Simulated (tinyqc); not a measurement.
Lattice vibrations of a chain, step by step. One step of it, computed by the program tinyqc.

Question. Dynamical matrix at q = 0.41. q is in units of 2 pi/a. A spring k from atom i to atom j, n cells on, adds k to Phi_ii and Phi_jj, -k exp(2 pi i q n) to Phi_ij and the conjugate to Phi_ji (for one atom a cell: 2k (1 - cos 2 pi q n)); D_ij = Phi_ij / sqrt(m_i m_j).

A chain moving along its axis:
```
atom                mass (u)  spring to the next atom (eV/angstrom^2)
1                  80.300000                                10.600000
2                  20.200000                                14.000000
3                  23.400000                                16.500000
second neighbours          -                                 1.200000
```

Give: D(q).

Answer.

D(q) (eV/(angstrom^2 u)):
$$\begin{pmatrix}
0.367 & -0.238+0.016i & 0.294+0.204i \\
-0.238-0.016i & 1.337 & -0.597+0.030i \\
0.294-0.204i & -0.597-0.030i & 1.406
\end{pmatrix}$$
